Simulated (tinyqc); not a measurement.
Lifetime against injection: Shockley-Read-Hall recombination through one deep level.

One level at Et with degeneracy 1: tn = 1/(sn vth Nt), tp = 1/(sp_ vth Nt), n1 = Nc exp((Et - Eg)/kT), p1 = Nv exp(-Et/kT), ni^2 = n1 p1. Equilibrium p0 = Nm, n0 = ni^2/Nm; n = n0 + dn, p = p0 + dn. U = (n p - ni^2)/(tp (n + n1) + tn (p + p1)), lifetime dn/U; emission rates en = sn vth n1, ep = sp_ vth p1.

Constants: kB = 8.617333262e-05 eV/K.

Values chosen for the exercise (gap and densities of states near those of GaAs at this temperature; shifted at random, so the results belong to these values and not to a real crystal): Eg = 1.397 eV (gap); Nc = 5.48e+17 1/cm^3 (conduction-band density of states); Nv = 1.18e+19 1/cm^3 (valence-band density of states); T = 350 K; Et = 0.873 eV (recombination level above Ev); Nt = 2.4e+16 1/cm^3 (defects); sn = 1.9e-15 cm^2 (electron capture cross-section); sp_ = 3.5e-14 cm^2 (hole capture cross-section); vth = 17000000 cm/s (thermal velocity, both carriers); Nm = 2.4e+17 1/cm^3 (equilibrium holes for the lifetime steps).

Recombination:
```
dn (1/cm^3)  lifetime (microsecond)  U (1/(cm^3 s))
1.0e+11                    0.001290        7.75e+19
1.0e+12                    0.001290        7.75e+20
1.0e+13                    0.001290        7.75e+21
1.0e+14                    0.001290        7.75e+22
1.0e+15                    0.001290        7.75e+23
1.0e+16                    0.001293        7.74e+24
1.0e+17                    0.001311        7.63e+25
1.0e+18                    0.001346        7.43e+26
```

The lifetime rises from 0.00129 to 0.001346 microsecond; tn + tp = 0.00136. At low injection it is tn (1 + p1/p0) + tp n1/p0 with n1/Nm = 6.5e-08 and p1/Nm = 1.3e-11: re-emission is negligible, so minority capture alone counts. Auger and radiative paths are left out; they cut in at the highest injections, and in a doped direct-gap crystal the radiative one counts at all injections. dn = dp neglects trapped charge, which matters where the traps hold a charge comparable with dn, at low injection and with very unequal cross sections.

tinyqc: `OMP_NUM_THREADS=1 python tinyqc.py 1681396 1681397 out.jsonl`; about 0.01 s, one thread, shared Intel(R) Xeon(R) Processor @ 2.30GHz.
